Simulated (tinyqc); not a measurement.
# Single-domain magnet: Stoner-Wohlfarth switching, Neel-Arrhenius retention, LLG dynamics and spin torque, step by step

A worked calculation. Computed by tinyqc, a small Python program that keeps every step. Command: `OMP_NUM_THREADS=1 python tinyqc.py 3020419 3020420 out.jsonl macro walk`. One thread of a shared host (Intel(R) Xeon(R) Processor @ 2.30GHz), about 0.05 s of CPU time with the checks. Intermediate numbers are printed to about 6 digits and carried at full precision; extremes and crossings named in words are read from the listed rows.

The moment is uniform, with unit vector m; z is the easy axis. mu_0 = 1.25663706212e-6 T m/A, gamma = 1.76085963023e11 rad/(s T).

Inputs (values chosen for the exercise, for a model magnet):

| quantity | value | unit |
|---|---|---|
| saturation magnetisation M_s | 839 | kA/m |
| diameter d | 38 | nm |
| thickness t | 1.7 | nm |
| interface anisotropy K_i | 0.915 | mJ/m^2 |
| bulk anisotropy K_u | 98 | kJ/m^3 |
| exchange stiffness A | 28 | pJ/m |
| temperature T | 300 | K |
| attempt frequency f0 | 2 | GHz |
| field angle psi from the easy axis | 40 | degrees |
| reversing field h = H/H_K | 0.25 | - |
| waiting time t_w | 100 | s |
| damping alpha | 0.017 | - |
| spin-torque efficiency eta | 0.62 | - |
| drive I/I_c0 | 4.6 | - |
| time step times gamma mu_0 H_K | 0.6 | - |

Shape: thin disc, easy axis normal to it.

Constants: k_B = 1.380649e-23 J/K; e = 1.602176634e-19 C; hbar = 1.054571817e-34 J s.

## Effective anisotropy

The disc is treated as an oblate spheroid with p = t/d: N_z = [1 - p arccos(p)/sqrt(1 - p^2)]/(1 - p^2); V = pi d^2 t/4; K_eff = K_u + K_i/t + K_shape, K_shape = -(mu_0 M_s^2/4)(3 N_z - 1); mu_0 H_K = 2 K_eff/M_s.

demagnetising factor N_z = 0.933530

volume V = 1928.00 nm^3

K_shape = -398.188 kJ/m^3

K_eff = 238.047 kJ/m^3

anisotropy field mu_0 H_K = 0.567455 T

Shape works against the easy axis and takes 63 % of the other terms. Caution: a flat cylinder has a smaller N_z than the spheroid of the same t/d, so K_eff of a real disc is larger.

## Retention at zero field

Delta = K_eff V/(k_B T); tau = exp(Delta)/f0; probability of a flip within t_w: P = 1 - exp(-t_w/tau). Wall width parameter sqrt(A/K_eff); a two-domain state costs 4 sqrt(A K_eff) times the cross-section that the wall cuts (d t).

stability factor Delta = 110.806

log10 of tau in s = 38.8215

probability of a flip = 1.50820e-37

wall parameter = 10.8454 nm

barrier of the wall path / k_B T = 161.064

Ten years (3.15e8 s) need Delta > 41.0 for tau alone; this element has 110.8. Coherent rotation is the cheaper path.

## Barrier in a tilted field

Energy over K_eff V: e(theta) = sin^2(theta) + 2 h cos(theta - psi) for m at the angle theta from +z and a field that points at psi from -z (it pulls m away from +z towards negative theta); h_sw = (cos^(2/3) psi + sin^(2/3) psi)^(-3/2). The metastable minimum and the saddle are the two roots of e'(theta) = sin(2 theta) - 2 h sin(theta - psi) on either side of theta_c = -arctan(tan^(1/3) psi).

switching field h_sw = 0.502552

minimum theta = -11.5215 degrees

saddle theta = -76.7393 degrees

barrier / (K_eff V) = 0.371413

barrier / (k_B T) = 41.1549

The form (1 - h/h_sw)^n reproduces this barrier with n = 1.439; n is 2 for a field on the axis, and the approach to h_sw has the exponent 3/2 off the axis.

## Switching field against angle and time

Switching field at T: the h at which the exact barrier equals ln(f0 t_w/ln 2) k_B T (0 if the zero-field barrier is lower). Sharrock form: h_sw [1 - (ln(f0 t_w/ln 2)/Delta)^(1/n)], n = 0.86 + 1.14 h_sw.

Fields over H_K:

| psi (degrees) | h_sw at T = 0 | thermal, exact barrier | thermal, Sharrock form |
|---|---|---|---|
| 1 | 0.907074 | 0.497058 | 0.481830 |
| 10 | 0.673805 | 0.407574 | 0.394684 |
| 20 | 0.573649 | 0.355867 | 0.351298 |
| 30 | 0.524016 | 0.328349 | 0.328241 |
| 45 | 0.500000 | 0.314663 | 0.316686 |
| 60 | 0.524016 | 0.328349 | 0.328241 |
| 75 | 0.614659 | 0.377720 | 0.369551 |
| 89 | 0.907074 | 0.497058 | 0.481830 |

At T = 0 the field is least at 45 degrees, H_K/2, and symmetric about it. Thermal help lowers it to 55 % at 1 degree and 63 % at 45 degrees; the Sharrock form misses the exact barrier by at most about 0.015 H_K, at psi = 1 (and its mirror angle).

## Spin-transfer switching

For axial symmetry and a polariser along z: I_c0 = (4 e alpha/(hbar eta)) K_eff V; relaxation time tau_D = (1 + alpha^2)/(alpha gamma mu_0 H_K); thermal start angle theta_0 = 1/sqrt(2 Delta); switching time about tau_D ln(pi/(2 theta_0))/(I/I_c0 - 1); precession frequency gamma mu_0 H_K/(2 pi (1 + alpha^2)).

critical current I_c0 = 76.4752 microampere

Delta/I_c0 = 1.44892 1/microampere

tau_D = 0.588872 ns

switching time, estimate = 0.515598 ns

precession frequency = 15.8983 GHz

## One LLG step

In the time s = gamma mu_0 H_K t: (1 + alpha^2) dm/ds = -m x b - alpha m x (m x b) + a [m x (m x z) - alpha m x z], b = m_z z, a = alpha I/I_c0; Heun steps (Euler predictor, mean of the two slopes) without renormalising; start m = (sin theta_0, 0, cos theta_0), theta_0 = 1/sqrt(2 Delta).

m at the start: 0.067124  0.000000  0.997745

first slope: 0.0041001  0.0670422  -0.0002758

predictor: 0.069584  0.040225  0.997579

second slope: -0.0359200  0.0719445  -0.0003955

m after the step: 0.057578  0.041696  0.997543

## Exact time to the equator

The polar equation dm_z/dt = -(1 - m_z^2)(i - m_z)/tau_D, i = I/I_c0, integrates to t = tau_D [F(cos theta_0) - F(0)], F(z) = -ln(1 - z)/(2 (i - 1)) + ln(1 + z)/(2 (i + 1)) + ln(i - z)/(i^2 - 1), theta_0 = 1/sqrt(2 Delta).

time to m_z = 0 = 0.527695 ns

The linear estimate is 0.98 times this.

## The trajectory

Run until m_z <= 0 (time by linear interpolation), |m|^2 leaves 1 by more than 1, or three exact times have passed; the run counts as sound if the time is within 3 % of the exact one.

Every few steps:

| step | t (ns) | m_x | m_y | m_z | \|m\| |
|---|---|---|---|---|---|
| 0 | 0.000000 | 0.06712 | 0.000000 | 0.997745 | 1.00000 |
| 8 | 0.048038 | 0.03103 | -0.101533 | 0.995254 | 1.00090 |
| 16 | 0.096076 | -0.14079 | -0.090546 | 0.989039 | 1.00310 |
| 24 | 0.144114 | -0.18651 | 0.183806 | 0.973700 | 1.00830 |
| 32 | 0.192152 | 0.25526 | 0.310708 | 0.936786 | 1.01944 |
| 40 | 0.240190 | 0.36782 | -0.465134 | 0.852891 | 1.03878 |
| 48 | 0.288228 | -0.79651 | 0.153231 | 0.682614 | 1.06012 |
| 56 | 0.336266 | 0.79623 | -0.596635 | 0.393385 | 1.06991 |
| 64 | 0.384304 | 1.01049 | 0.355898 | -0.003438 | 1.07134 |

time to m_z = 0 by the steps = 0.383919 ns

largest drift of |m| = 0.0713399

The time is 0.73 of the exact one and |m| drifts by 0.071: Heun steps inflate the precession cone by about dt^4/8 a step, a false growth rate of dt^3/8 = 0.027 beside the true alpha (I/I_c0 - 1) = 0.061.

Reruns converge with time step times gamma mu_0 H_K = 0.04. Reruns still fail with time step times gamma mu_0 H_K = 0.4.

Checks made by the program: the barrier at psi -> 0 against (1 - h)^2 (relative difference 9e-08); the closed form against quadrature (relative difference below 1e-10).
